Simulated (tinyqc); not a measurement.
# Threshold of a short bulk MOSFET: charge sharing, barrier lowering, narrow width: what changes with what

n-channel device on a p-type body, depletion approximation, full ionisation. Uniform doping N = Na. Vbi from Boltzmann statistics is rough for the degenerate source. Cox = eps0 eox/tox.

Parameters, values chosen for the exercise; band and dielectric values close to those of silicon: temperature T = 300 K; band gap Eg = 1.13 eV; relative permittivity eps_r = 11.5; conduction-band density of states at T Nc = 2.77e19 cm^-3; valence-band density of states at T Nv = 2.64e19 cm^-3; relative permittivity of the gate insulator (close to silicon dioxide) eox = 3.9; insulator thickness tox = 2.1 nm; channel doping Na = 5.8e16 cm^-3; source and drain doping Nsd = 1e20 cm^-3; flat-band voltage for the doping Na Vfb = -0.87 V; junction depth xj = 27 nm; body-source voltage Vbs = 0 V; drain-source voltage Vds = 1.2 V; gate width W = 530 nm; shape factor of the fringing depletion at the width edges xw = 0.7854; channel length L = 290 nm.

Constants: q = 1.602176634e-19 C, kB = 1.380649e-23 J/K, Vt = kB T/q, eps0 = 8.8541878128e-14 F/cm where lengths are in cm. Results are converted to the units shown.

Each table varies one quantity; the others keep the values above.

## Threshold roll-off against channel length

ni = sqrt(Nc Nv) exp(-Eg/(2 Vt)), Eg in volts; 2 pB = 2 Vt ln(N/ni); flat band Vfb - Vt ln(N/Na); Wd = sqrt(2 eps0 eps_r (2 pB - Vbs)/(q N)); body term q N Wd/Cox; long-channel VT0 = flat band + 2 pB + body term; Vbi = Vt ln(N Nsd/ni^2); scale length l = sqrt((eps_r/eox) tox Wd). Charge sharing (trapezoid; it ignores Vds): F = (xj/L)(sqrt(1 + 2 Wd/xj) - 1), lowering = body term times F. Barrier lowering: th = exp(-L/(2 l)) + 2 exp(-L/l), lowering = th [2 (Vbi - 2 pB) + Vds], DIBL = th. Narrow width: rise = body term times xw Wd/W. VT by each model = VT0 - lowering + rise. DIBL under 0.001 mV/V is printed as 0.

The same in every row: N (cm^-3) = 5.800e16; VT0 (V) = 0.01769.

Results:
```
L (nm)    L/l        F  DIBL (mV/V)  VT, charge sharing (V)  VT, barrier lowering (V)
91      3.166   0.6821        289.7                -0.01883                   -0.4267
130     4.523   0.4775        125.9               -0.003400                   -0.1670
270     9.393   0.2299        9.292                 0.01527                   0.01787
400     13.92   0.1552       0.9527                 0.02090                   0.03109
570     19.83   0.1089      0.04942                 0.02439                   0.03252
830     28.88  0.07479            0                 0.02696                   0.03260
1200    41.75  0.05173            0                 0.02870                   0.03260
1700    59.14  0.03651            0                 0.02985                   0.03260
```

Estimate the missing row, L = 190 nm.

Computed row:
```
L (nm)    L/l       F  DIBL (mV/V)  VT, charge sharing (V)  VT, barrier lowering (V)
190     6.610  0.3267        39.39                0.007969                  -0.02984
```

With this row back in the table: VT by barrier lowering rises from -0.427 to 0.0326 V and VT by charge sharing rises from -0.0188 to 0.0298 V. DIBL is under 100 mV/V from L = 190 nm on among the rows (th = 0.1 at L/l = 4.92). For L = 91 F exceeds 0.5: the shares of source and drain overlap, and the trapezoid formula no longer holds. For L = 91 DIBL exceeds 250 mV/V, where the barrier formula is rough.

## Effect of the channel doping

Same model as above.

Vfb is held fixed.

Effect of the channel doping:
```
Na (cm^-3)  N (cm^-3)   VT0 (V)    L/l       F  DIBL (mV/V)  VT, charge sharing (V)  VT, barrier lowering (V)
3.3e16       3.300e16  -0.03102  8.843  0.2536        12.31                -0.03081                  -0.03651
5.6e16       5.600e16   0.01449  10.01  0.2163        6.806                 0.01335                   0.01856
9.5e16       9.500e16   0.06581  11.33  0.1838        3.496                 0.06318                   0.07573
1.6e17       1.600e17    0.1240  12.80  0.1557        1.666                  0.1197                    0.1373
2.7e17       2.700e17    0.1923  14.48  0.1311       0.7191                  0.1863                    0.2076
4.6e17       4.600e17    0.2753  16.42  0.1095       0.2727                  0.2674                    0.2917
```

What does the table show?

As Na goes from 3.3e16 to 4.6e17, VT0 rises from -0.0310 to 0.275 V, DIBL falls from 12.3 to 0.273 mV/V, F falls from 0.254 to 0.109 and VT by barrier lowering rises from -0.0365 to 0.292 V.

Program tinyqc, `OMP_NUM_THREADS=1 python tinyqc.py 2002099 2002100 out.jsonl`; Intel Xeon 2.30GHz, shared host, one thread, about 0.01 s.
